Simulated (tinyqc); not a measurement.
Hydrogen passivation and dissociation of interface defects with a spread of activation energies: one step, computed by the program tinyqc.

Active defects P react as P + H2 -> HP + H and HP -> P + H; released atomic hydrogen is removed. All defects start active. Activation energies are normally distributed, independently for the two reactions.

Question. A five-point average. a = k_f0 [H2] exp(-E_f/k_B T), b = k_d0 exp(-E_d/k_B T); the active share of one kind of site is b/(a + b) + (a/(a + b)) exp(-(a + b) t). Gauss-Hermite nodes for a unit normal variable, z = 0, +/-1.355626, +/-2.856970 with weights 0.533333, 0.222076, 0.011257; E_f + s_f z is varied at the mean E_d.

Inputs (values chosen for the exercise, for a model interface):

| quantity | value | unit |
|---|---|---|
| mean passivation energy E_f | 1.64 | eV |
| spread s_f | 0.13 | eV |
| prefactor k_f0 | 2.7e-08 | cm^3/s |
| mean dissociation energy E_d | 2.88 | eV |
| prefactor k_d0 | 8.7e+12 | 1/s |
| dissolved hydrogen [H2] | 1.3e+18 | cm^-3 |
| anneal temperature T | 560 | K |
| anneal time t | 390 | s |

Ambient: hydrogen.

Constants: k_B = 8.617333262e-05 eV/K.

Give: Nodes; active share, five points.

Answer.

Nodes:

| z | weight | energy (eV) | rate (1/s) | active share |
|---|---|---|---|---|
| -2.856970 | 0.011257 | 1.269 | 1.344e-01 | 7.802e-13 |
| -1.355626 | 0.222076 | 1.464 | 2.355e-03 | 3.992e-01 |
| 0.000000 | 0.533333 | 1.640 | 6.109e-05 | 9.765e-01 |
| 1.355626 | 0.222076 | 1.816 | 1.585e-06 | 9.994e-01 |
| 2.856970 | 0.011257 | 2.011 | 2.776e-08 | 1.000e+00 |

active share, five points = 0.8426

Caution: the spread exceeds 1.3 k_B T, so the integrand is step-like and five points are a rough average.
